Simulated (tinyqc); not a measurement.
What moves the results: defect, radiative and Auger recombination at equal electron and hole densities (ABC model). A value that a table varies takes the place of the one given here.

J/(e d) = Ae n + B n^2 + C n^3 with Ae = A + 4 S/w (four side walls, carriers spread evenly), e = 1.602176634e-19 C, lengths in cm; internal efficiency IQE = B n^2/(Ae n + B n^2 + C n^3); all injected carriers recombine in the layer.

Inputs chosen for the exercise (orders of magnitude like those quoted for GaN; not measured data):
```
symbol  value    unit        meaning
A       6600000  1/s         defect rate
B       1.7e-12  cm^3/s      radiative coefficient
C       2.6e-31  cm^6/s      Auger coefficient
S       0        cm/s        recombination velocity of the side walls
w       21       micrometre  side of the square mesa
d       2.8      nm          active thickness
S2      2800     cm/s        recombination velocity of the side walls in this comparison
J       13       A/cm^2      current density
```

## Efficiency against current

The slope is d ln(B n^2)/d ln J = 2 (Ae + B n + C n^2)/(Ae + 2 B n + 3 C n^2).

Results:
```
J (A/cm^2)  n (1/cm^3)      IQE  slope  differential lifetime (ns)
0.0050        1.68e+16  0.00431  1.991                         150
0.020         6.64e+16   0.0168  1.966                         146
0.070         2.23e+17   0.0543  1.890                         135
0.30          8.19e+17    0.170  1.649                         101
1.0           2.01e+18    0.309  1.334                        60.2
5.0           5.08e+18    0.394  0.998                        22.7
20            9.56e+18    0.349  0.844                        9.06
70            1.58e+19    0.273  0.771                        3.91
3.0e+02       2.72e+19    0.188  0.725                        1.48
1.0e+03       4.18e+19    0.133  0.704                       0.660
```

IQE peaks at 0.394 for J = 4.92 A/cm^2, where the slope passes 1. It is 0.00431 at the lowest current and 0.133 at the highest, a droop of 66 %. The slope runs from 1.99 to 0.70; its limits are 2 (defects alone), 1 (radiation alone) and 2/3 (Auger alone).

## Shrinking the mesa

S = S2; w takes the values listed.

Results:
```
w (micrometre)  Ae (1/s)  IQE_max  J at the peak (A/cm^2)  IQE at J
200             7.16e+06    0.384                    5.47     0.365
100             7.72e+06    0.375                    6.04     0.360
50              8.84e+06    0.359                    7.22     0.350
20              1.22e+07    0.323                    11.1     0.322
10              1.78e+07    0.283                    18.4     0.280
5               2.90e+07    0.236                    36.0     0.210
2               6.26e+07    0.174                     106    0.0915
1               1.19e+08    0.133                     262    0.0320
```

The walls equal the bulk defect rate at w = 4 S/A = 17 micrometre. From 200 to 1 micrometre the peak efficiency falls from 0.384 to 0.133 and moves to a current 47.9 times higher; at the fixed J the efficiency goes from 0.365 to 0.032. For large w diffusion to the walls, left out here, would limit the loss.

## Spreading the carriers over a thicker layer

d is multiplied by the factor listed, at the same J.

Results:
```
factor  n (1/cm^3)  defect  radiative   Auger
0.10      2.00e+19  0.0456      0.235   0.719
0.20      1.54e+19  0.0700      0.277   0.653
0.50      1.07e+19   0.121      0.334   0.545
1.0       7.94e+18   0.181      0.370   0.449
2.0       5.78e+18   0.263      0.391   0.346
5.0       3.60e+18   0.410      0.380   0.210
10        2.39e+18   0.544      0.334   0.122
20        1.49e+18   0.679      0.261  0.0595
```

The best factor listed is 2 (IQE 0.3913); the optimum factor equals J/J_peak = 2.64, a layer of 7.4 nm, since only J/d matters and the peak value 0.394 does not depend on d. A thicker layer trades Auger loss (0.719 to 0.0595) for defect loss (0.0456 to 0.679).

## What moves the efficiency

IQE_max = Q/(Q + 2) with Q = B/sqrt(Ae C), reached at n = sqrt(Ae/C). Each row changes one parameter from the base and keeps the others.

Results:
```
case                 n (1/cm^3)     IQE  IQE_max  J at the peak (A/cm^2)
base                  7.941e+18  0.3699   0.3935                    4.92
A = 13200000 1/s      7.321e+18  0.3144   0.3145                    12.3
B = 2.55e-12 cm^3/s   7.353e+18  0.4758   0.4932                    5.89
C = 5.2e-31 cm^6/s    6.827e+18  0.2734   0.3145                    3.08
d = 5.6 nm            5.775e+18  0.3913   0.3935                    9.84
J = 39 A/cm^2         1.258e+19  0.3094   0.3935                    4.92
```

The largest shifts from the base row, up to three for each result and ties (the steps differ in size, so this ranks the rows, not the parameters). n (1/cm^3): J +4.64e+18, d -2.17e+18, C -1.11e+18. IQE: B +0.106, C -0.0965, J -0.0605. IQE_max: B +0.0997, A -0.0790, C -0.0790; unchanged at the printed digits by d and J. J at the peak (A/cm^2): A +7.39, d +4.92, C -1.84; unchanged at the printed digits by J.

(tinyqc, `OMP_NUM_THREADS=1 python tinyqc.py 1681022 1681023 out.jsonl`, Intel(R) Xeon(R) Processor @ 2.30GHz, 1 thread, shared host, about 0.01 s.)
